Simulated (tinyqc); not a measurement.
# Depletion-mode phase shifter in a rib waveguide and its Mach-Zehnder modulator: effects of single changes

A lateral p-n junction at x0 in a waveguide whose mode intensity is a Gaussian of rms width s about x = 0; p side at smaller x. Reverse bias removes carriers and raises the index. Abrupt junction, doping uniform over the whole mode, lumped electrode (no travelling-wave effects).

Values chosen for this exercise; values close to those of silicon near 1550 nm:
- lam = 1550 nm (wavelength)
- eps_r = 11.7 (relative permittivity of the semiconductor)
- Na = 3e17 cm^-3 (acceptor density)
- Nd = 3.2e17 cm^-3 (donor density)
- Vb = 0.9 V (built-in voltage)
- s = 150 nm (rms width of the lateral mode intensity)
- x0 = 30 nm (junction offset towards the n side)
- G = 0.75 (vertical confinement times ng/n)
- hr = 220 nm (rib height)
- Cf = 30 pF/m (fringe capacitance)
- Rs = 13.3 ohm mm (series resistance)
- V = 1.5 V (reverse bias)
- a0 = 1.9 dB/cm (passive loss)

Constants: q = 1.602176634e-19 C, eps0 = 8.8541878128e-14 F/cm where lengths are in cm. Results are converted to the units shown.

Each table varies one quantity; the others keep the values above.

## Effect of the reverse bias

Free-carrier changes (empirical, N and P in cm^-3): |dn| = 8.5e-18 P^0.8 for holes, 8.8e-22 N for electrons; absorption 6e-18 P and 8.5e-18 N in 1/cm. W = sqrt(2 eps0 eps_r (Vb + V)(1/Na + 1/Nd)/q); edges xp = x0 - W Nd/(Na + Nd), xn = x0 + W Na/(Na + Nd); F(x) = [1 + erf(x/(sqrt(2) s))]/2. dneff = G {dn_h [F(xp(0)) - F(xp(V))] + dn_e [F(xn(V)) - F(xn(0))]}; VpiL = lam V/(2 dneff); loss = a0 + 4.343 G {a_h F(xp) + a_e [1 - F(xn)]} dB/cm at V; C = eps0 eps_r hr/W + Cf; fRC = 1/(2 pi Rs C).

Effect of the reverse bias:
```
V (V)	dneff	VpiL (V cm)	loss (dB/cm)	VpiL x loss (V dB)	C (pF/m)	fRC (GHz)
0.5	2.292e-5	1.691	7.014	11.86	240.8	49.70
1.3	5.162e-5	1.952	6.537	12.76	198.1	60.40
2.1	7.474e-5	2.177	6.156	13.40	174.0	68.78
2.9	9.435e-5	2.382	5.835	13.90	157.9	75.77
3.6	1.094e-4	2.550	5.590	14.25	147.6	81.10
4.4	1.248e-4	2.732	5.341	14.59	138.3	86.51
5.2	1.386e-4	2.907	5.119	14.88	131.0	91.37
6	1.511e-4	3.077	4.919	15.13	124.9	95.78
```

As V goes from 0.5 to 6 V, VpiL rises from 1.69 to 3.08 V cm, the loss falls from 7.01 to 4.92 dB/cm, their product rises from 11.9 to 15.1 V dB and fRC rises from 49.7 to 95.8 GHz. dneff goes as V^(0.76) on average, slower than linearly since W grows as a square root.

## Scaling both dopings

Same model as above.

Nd = 1.066666667 Na in every row.

Results:
```
Na (cm^-3)	dneff	VpiL (V cm)	loss (dB/cm)	VpiL x loss (V dB)	C (pF/m)	fRC (GHz)
5e16	2.337e-5	4.975	2.195	10.92	95.72	125.0
9.4e16	3.434e-5	3.386	2.792	9.452	120.1	99.63
1.7e17	4.563e-5	2.548	4.042	10.30	151.2	79.15
3.3e17	6.003e-5	1.937	7.011	13.58	198.8	60.18
6.1e17	7.590e-5	1.532	12.62	19.33	259.5	46.11
1.1e18	9.440e-5	1.231	22.92	28.22	338.2	35.38
4e18	1.518e-4	0.7660	87.07	66.70	617.8	19.37
```

Estimate the missing row, Na = 2.1e18 cm^-3.

Computed row:
```
Na (cm^-3)	dneff	VpiL (V cm)	loss (dB/cm)	VpiL x loss (V dB)	C (pF/m)	fRC (GHz)
2.1e18	1.197e-4	0.9714	44.68	43.40	455.9	26.25
```

With this row back in the table: As Na goes from 5e16 to 4e18 cm^-3, VpiL falls from 4.97 to 0.766 V cm, the loss rises from 2.19 to 87.1 dB/cm, their product goes from 10.9 through a minimum of 9.45 (at Na = 9.4e16 cm^-3 among the rows listed) to 66.7 V dB and fRC falls from 125 to 19.4 GHz. Rs is held fixed, though in a real device it falls with doping.

## Effect of the donor density

Same model as above.

Effect of the donor density:
```
Nd (cm^-3)	dneff	VpiL (V cm)	loss (dB/cm)	VpiL x loss (V dB)	C (pF/m)	fRC (GHz)
5e16	2.7040e-5	4.2992	4.7569	20.451	114.69	104.34
9.4e16	3.7047e-5	3.1379	4.7971	15.053	139.45	85.815
1.7e17	4.7385e-5	2.4533	5.1908	12.735	164.76	72.630
3.3e17	5.8276e-5	1.9948	6.5281	13.022	192.17	62.270
6.1e17	6.6353e-5	1.7520	9.3902	16.451	213.45	56.061
1.1e18	7.1855e-5	1.6178	14.820	23.976	228.62	52.343
2.1e18	7.5693e-5	1.5358	26.271	40.347	239.60	49.944
4e18	7.7908e-5	1.4921	48.288	72.052	246.11	48.622
```

Read the table: what changes, and by how much?

As Nd goes from 5e16 to 4e18 cm^-3, VpiL falls from 4.30 to 1.49 V cm, the loss rises from 4.76 to 48.3 dB/cm, their product goes from 20.5 through a minimum of 12.7 (at Nd = 1.7e17 cm^-3 among the rows listed) to 72.1 V dB and fRC falls from 104 to 48.6 GHz. Rs is held fixed, though in a real device it falls with doping.

tinyqc, about 0.01 s, one thread, Intel Xeon 2.30GHz (shared host): `OMP_NUM_THREADS=1 python tinyqc.py 2650130 2650131 out.jsonl`
